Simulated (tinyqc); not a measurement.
Carrier lifetime of an n-type layer with SRH, radiative, Auger and surface recombination: two steps of the calculation.

Uniform excess density dn = dp (no trapping), n = n0 + dn, p = p0 + dn, Boltzmann statistics, full ionisation. Surfaces enter as a rate 2 S dn/d, which holds while diffusion to them is fast.

Parameters, values chosen for the exercise; band and dielectric values close to those of gallium arsenide:

| symbol | value | unit | meaning |
|---|---|---|---|
| T | 350 | K | temperature |
| B | 6.87e-10 | cm^3/s | radiative coefficient |
| Cn | 2.9e-30 | cm^6/s | Auger coefficient (two electrons) |
| Cp | 2.1e-30 | cm^6/s | Auger coefficient (two holes) |
| S | 0 | cm/s | surface recombination velocity (both faces) |
| d | 100 | um | sample thickness |
| G | 3e24 | cm^-3 s^-1 | generation rate |

Constants: q = 1.602176634e-19 C, kB = 1.380649e-23 J/K, Vt = kB T/q. Results are converted to the units shown.

Question 1. New dn. With e = n p - ni^2 = dn (n0 + p0 + dn): U_SRH = e/(tp0 (n + n1) + tn0 (p + p1)), U_rad = B e, U_Aug = (Cn n + Cp p) e, U_s = 2 S dn/d. Newton step on ln U(ln dn) = ln G, U the sum: k = d ln U/d ln dn (central difference over factors 1.0001), dn(new) = dn (G/U)^(1/k).

dn after iteration 1 = 6.0227172e16 cm^-3
n0 = 5e16 cm^-3
p0 = 0.32327063 cm^-3
n1 = 3.5562939e11 cm^-3
p1 = 45450.494 cm^-3
tn0 = 0.053475936 s
tp0 = 5.9417706e-6 s

Give: U_SRH; U_rad; U_Aug; U_s; k; dn after iteration 2.

Answer 1.

U_SRH = 2.0608e18 cm^-3 s^-1
U_rad = 4.5608e24 cm^-3 s^-1
U_Aug = 2.9617e21 cm^-3 s^-1
U_s = 0 cm^-3 s^-1
k = 1.5468
dn after iteration 2 = 4.5920e16 cm^-3

Question 2. Lifetime, shares and quasi-Fermi splitting. tau = dn/U, shares of U, splitting Vt ln(n p/ni^2), radiative efficiency U_rad/U.

converged dn = 4.5635960e16 cm^-3
ni = 1.2713588e8 cm^-3
n0 = 5e16 cm^-3
p0 = 0.32327063 cm^-3
n1 = 3.5562939e11 cm^-3
p1 = 45450.494 cm^-3
tn0 = 0.053475936 s
tp0 = 5.9417706e-6 s

Find: tau; shares; quasi-Fermi splitting.

Answer 2.

tau = 1.521e-8 s
shares (%): SRH 0.00, radiative 99.95, Auger 0.05, surface 0.00
quasi-Fermi splitting = 1.211 V

Radiative recombination takes the largest share. dn is 0.91 times the doping: intermediate injection.

Computed by the program tinyqc: `OMP_NUM_THREADS=1 python tinyqc.py 2300115 2300116 out.jsonl`, one thread of a shared Intel Xeon 2.30GHz, about 0.01 s for the whole run.
